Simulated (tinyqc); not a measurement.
# Square-lattice Ising model by mean field, Bethe lattice, transfer matrix, exact enumeration and Monte Carlo steps, step by step

A worked calculation. Computed by tinyqc, a small Python program that keeps every step. Command: `OMP_NUM_THREADS=1 python tinyqc.py 3001463 3001464 out.jsonl ising walk`. One thread of a shared host (Intel(R) Xeon(R) Processor @ 2.30GHz), about 0.08 s of CPU time with the checks. Intermediate numbers are printed to about 5 digits and carried at full precision; extremes and crossings named in words are read from the listed rows.

H = -J sum over nearest pairs s_i s_j, s = +-1, no field, periodic boundaries; energies per site are in J. As a lattice gas or an alloy, s marks which species holds the site.

Inputs (values chosen for the exercise, for a model lattice):
```
quantity                                                                 value  unit
coupling J                                                                  44   meV
temperature T                                                             2140     K
strip width w                                                                3     -
factor on the grid 1.5, 1.85, 2.1, 2.45, 2.65, 3.1, 3.6, 4.4 of k_B T/J  0.984     -
```

Enumerated cell: 4 x 4. Monte Carlo rule: heat bath.

Constants: k_B = 8.617333262e-05 eV/K.

## Reduced coupling

K = J/(k_B T). Onsager: k_B T_c/J = 2/ln(1 + sqrt 2); mean field: 4; Bethe lattice with z = 4: 2/ln 2.

K = 0.23860

critical temperatures (K): exact 1158.6, Bethe 1473.3, mean field 2042.4

T lies above all three.

## Three theories of the infinite lattice

K = J/(k_B T). Mean field: m = tanh(4 K m), u = -2 m^2. Bethe: cavity field h = 3 artanh(tanh K tanh h), m = tanh(4h/3), u = -2 (tanh K + tanh^2 h)/(1 + tanh K tanh^2 h). Exact: m = [1 - sinh(2K)^(-4)]^(1/8) below T_c; u = -coth(2K) [1 + (2/pi)(2 tanh^2(2K) - 1) K1(k)], k = 2 sinh(2K)/cosh^2(2K), K1 the complete elliptic integral of the first kind. The largest root is taken.

m, mean field = 0

u, mean field = 0

cavity field h = 0

m, Bethe = 0

u, Bethe = -0.46834

m, exact = 0

u, exact = -0.52649

Against the exact energy mean field misses by +0.526 J and Bethe by +0.058 J. Mean field has no short-range order, so its energy is zero above its T_c.

## Transfer matrix

Strip of w sites, periodic across (for w = 2 the pair is joined by two bonds): T(s, s') = exp(K [sum_i s_i s'_i + (r(s) + r(s'))/2]), r(s) = sum_i s_i s_(i+1).

T:
```
        +++     ++-     +-+     +--     -++     -+-     --+     ---
+++  4.1853  1.6115  1.6115  1.0000  1.6115  1.0000  1.0000  1.0000
++-  1.6115  1.6115  0.6205  1.0000  0.6205  1.0000  0.3850  1.0000
+-+  1.6115  0.6205  1.6115  1.0000  0.6205  0.3850  1.0000  1.0000
+--  1.0000  1.0000  1.0000  1.6115  0.3850  0.6205  0.6205  1.6115
-++  1.6115  0.6205  0.6205  0.3850  1.6115  1.0000  1.0000  1.0000
-+-  1.0000  1.0000  0.3850  0.6205  1.0000  1.6115  0.6205  1.6115
--+  1.0000  0.3850  1.0000  0.6205  1.0000  0.6205  1.6115  1.6115
---  1.0000  1.0000  1.0000  1.6115  1.0000  1.6115  1.6115  4.1853
```

## Free energy and correlation length of the strip

With the eigenvalues l1 > l2: -f/(k_B T) = ln(l1)/w per site; xi = 1/ln(l1/l2) rows.

three largest eigenvalues: 9.7349  3.5494  1.6060

-f/(k_B T) = 0.75857

correlation length xi = 0.99114

xi/w = 0.330; for wide strips at T_c this ratio tends to 4/pi = 1.273, and T lies above T_c, where xi tends to a constant.

## Exact averages on the small cell

States of the 4 x 4 cell:
```
E (J)  |M|  count
-32     16      2
-24     14     32
-20     12     64
-16      0      8
-16      8     48
-16     10    192
-16     12    176
-12      2    128
-12      4    192
-12      6    384
-12      8    512
-12     10    512
-8       0    768
-8       2   1248
-8       4   1408
-8       6   1376
-8       8   1472
-8      10    416
-4       0   1600
-4       2   3840
-4       4   3648
-4       6   3328
-4       8   1152
0        0   4356
0        2   7360
0        4   5856
0        6   2496
0        8    456
4        0   3264
4        2   6272
4        4   3136
4        6    896
8        0   2112
8        2   2784
8        4   1536
8        6    256
12       0    576
12       2   1024
12       4    128
16       0    120
16       2    192
16       4    112
20       0     64
24       2     32
32       0      2
```

Weights count x exp(-K E); N = 16; u = <E>/N, c = K^2 (<E^2> - <E>^2)/N in k_B, Binder U = 1 - <M^4>/(3 <M^2>^2).

ln Z / N = 0.75569

u, cell = -0.58297

heat capacity c, cell = 0.20597

<|m|>, cell = 0.39873

Binder cumulant U = 0.27936

The cell energy lies -0.056 J from the infinite lattice: periodic images add correlation. <|m|> stays finite although the infinite lattice has m = 0.

## The methods across T_c

The grid values of k_B T/J times the given factor are rounded to 3 figures before use.

Order and energy:
```
k_B T/J   T (K)  m mean field  m Bethe  m exact  <|m|> cell  u Bethe  u exact   u cell   U cell
1.48      755.7       0.99059  0.98795  0.98762     0.98733  -1.9555  -1.9549  -1.9545  0.66422
1.82      929.3       0.97256  0.95838  0.95364     0.95331  -1.8573  -1.8503  -1.8500  0.65542
2.07     1056.9       0.95047  0.91313  0.88396     0.90199  -1.7239  -1.6897  -1.7109  0.63909
2.41     1230.5       0.90574  0.78940  0.00000     0.79637  -1.4233  -1.1929  -1.4525  0.59666
2.61     1332.7       0.87010  0.64941  0.00000     0.72592  -1.1621  -1.0213  -1.2909  0.56125
3.05     1557.3       0.76048  0.00000  0.00000     0.58758  -0.6332  -0.7978  -0.9876  0.46994
3.54     1807.5       0.55980  0.00000  0.00000     0.48151  -0.5504  -0.6504  -0.7614  0.37366
4.33     2210.9       0.00000  0.00000  0.00000     0.38646  -0.4539  -0.5063  -0.5558  0.26407
```

At k_B T/J = 1.48 all values of m agree within 0.004. At 2.41 the exact m is 0 while Bethe gives 0.79, mean field 0.91 and the cell 0.80: neglect of fluctuations raises T_c, and a finite cell rounds the transition. U falls from 0.664 (2/3 when ordered) to 0.264 (0 for a large disordered system).

## heat bath steps

start configuration, 5 x 5, rows and columns numbered from 1:
```
    1  2   3   4  5
1   1  1  -1   1  1
2  -1  1   1  -1  1
3   1  1   1  -1  1
4   1  1   1  -1  1
5  -1  1  -1   1  1
```

Random draws:
```
step  row  column       u
1       3       1  0.9859
2       1       5  0.5371
3       5       1  0.2964
4       3       5  0.1612
5       3       4  0.8570
6       3       5  0.6611
7       5       4  0.1825
8       1       2  0.2379
9       5       2  0.0713
10      5       1  0.3323
11      4       2  0.8161
12      4       3  0.9000
13      2       5  0.1051
14      2       5  0.9002
```

h is the sum of the four neighbours. Set s = +1 if u < p = 1/(1 + exp(-2 K h)), else -1.

Steps:
```
step  s before   h        p  s after
1            1   2  0.72200       -1
2            1   4  0.87088        1
3           -1   4  0.87088        1
4            1   0  0.50000        1
5           -1   0  0.50000       -1
6            1   0  0.50000       -1
7            1   0  0.50000        1
8            1   2  0.72200        1
9            1   2  0.72200        1
10           1   4  0.87088        1
11           1   4  0.87088        1
12           1   0  0.50000       -1
13           1  -2  0.27800        1
14           1  -2  0.27800       -1
```

configuration after the steps:
```
    1  2   3   4   5
1   1  1  -1   1   1
2  -1  1   1  -1  -1
3  -1  1   1  -1  -1
4   1  1  -1  -1   1
5   1  1  -1   1   1
```

5 of the 14 steps changed a spin; the sum of spins went from 11 to 5.

Checks made by the program: ln Z of the cell against the trace of a power of the transfer matrix (relative difference below 1e-10).
